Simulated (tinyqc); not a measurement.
## Ideality, saturation current and resistance from three points

Problem. Well above the saturation current a diode obeys V = n Vt ln(I/I0) + I Rs. Find n, Rs and I0.

Values chosen for this exercise:

| symbol | value | unit | meaning |
|---|---|---|---|
| T | 293 | K | temperature |

Constants: q = 1.602176634e-19 C, kB = 1.380649e-23 J/K, Vt = kB T/q. Results are converted to the units shown.

currents (A): 4e-6  0.0007  0.006
voltages (V): 0.30322419  0.50939566  0.59611033

Answer. V is linear in the three unknowns n Vt, Rs and -n Vt ln I0, so three points give a linear system.

n = 1.58
Rs = 0.190 ohm
I0 = 2.00e-9 A

tinyqc, about 0.01 s, one thread, Intel Xeon 2.30GHz (shared host): `OMP_NUM_THREADS=1 python tinyqc.py 2260114 2260115 out.jsonl`
